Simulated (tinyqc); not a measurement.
Landau-Devonshire theory of a uniaxial ferroelectric: one step, computed by the program tinyqc.

G(P) = (alpha/2) P^2 + (beta*/4) P^4 + (gamma/6) P^6 - E P per volume, SI units, one domain, P along the polar axis.

Problem. A capacitor with imperfect screening. Between shorted electrodes with screening length lambda each, the depolarising field is -k P, k = 2 lambda/(eps_0 (d + 2 lambda eps_b)), so alpha turns into alpha + k. Ps^2 = [-beta* + sqrt(beta*^2 - 4 alpha gamma)]/(2 gamma). The polar state is the lowest uniform state while alpha + k < 0 (beta* > 0) or < 3 beta*^2/(16 gamma) (beta* < 0); setting the equality gives the critical thickness d_c.

Inputs (values chosen for the exercise, for a model ferroelectric):
```
quantity                          value       unit
Curie-Weiss temperature T0          370          K
gamma                          6.78e+08  J m^9/C^6
temperature T                       224          K
film thickness d                     49         nm
screening length lambda          0.0061         nm
background permittivity eps_b         7          -
```

Sample: free crystal.

alpha = -4.131800e+07 J m/C^2

beta* = -2.06e+08 J m^5/C^4

Constants: eps_0 = 8.8541878128e-12 F/m.

Give: depolarising coefficient k; polarisation of the film; size of the depolarising field; critical thickness d_c.

Solution.

depolarising coefficient k = 2.807e+07 J m/C^2

polarisation of the film = 59.86 microcoulomb/cm^2

size of the depolarising field = 16.80 MV/m

critical thickness d_c = 25.89 nm
